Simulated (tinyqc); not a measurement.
Quasi-harmonic thermal expansion with mode Grueneisen parameters: one step, computed by the program tinyqc. Command: `OMP_NUM_THREADS=1 python tinyqc.py 3000537 3000538 out.jsonl qha walk`. One thread of a shared host (Intel(R) Xeon(R) Processor @ 2.30GHz), about 0.04 s of CPU time with the checks.

A crystal with two atoms a cell; per atom there are 1 transverse acoustic (TA), 1/2 longitudinal acoustic (LA) and 3/2 optical (O) modes. Every frequency of group i scales as nu_i (V/V0)^(-gamma_i). The acoustic groups have Debye spectra, density 3 nu^2/nu_i^3 up to nu_i (40 Gauss-Legendre points); the optical group has one frequency. Static energy: E = (9 V0 B0/16) [y^3 B' + y^2 (2 - 4 y)], y = (V0/V)^(2/3) - 1, with pressure P_s = (3 B0/2) (z^7 - z^5) [1 + (3/4)(B' - 4)(z^2 - 1)], z = (V0/V)^(1/3).

Task: Grueneisen's estimate. gamma_th = sum gamma_i C_i / sum C_i; volume expansion coefficient alpha_V = gamma_th C k_B/(B0 V0); linear coefficient alpha_V/3; first-order volume change P_ph/B0.

Inputs (values chosen for the exercise, for a model crystal): static volume V0 = 16.8 angstrom^3/atom; static bulk modulus B0 = 68.2 GPa; temperature T = 800 K.

Acoustic groups: Debye.

Groups:
```
group  h nu_i/(k_B T)  U_i (meV)  C_i (k_B)  gamma_i C_i (k_B)
TA          0.3737411   69.41934  0.9930506          0.7447879
LA          0.6538969   35.20253  0.4894716          0.6852602
O            1.121823   114.0319   1.352114           1.757749
```

phonon pressure at V0 = 2.380277 GPa

Constants: k_B = 8.617333262e-05 eV/K; 1 eV/angstrom^3 = 160.2176634 GPa.

Give: heat capacity C at V0; gamma_th at V0; linear expansion, Grueneisen estimate; first-order volume change.

Result:

heat capacity C at V0 = 2.835 k_B/atom

gamma_th at V0 = 1.125

linear expansion, Grueneisen estimate = 12.80 ppm/K

first-order volume change = 3.490 %
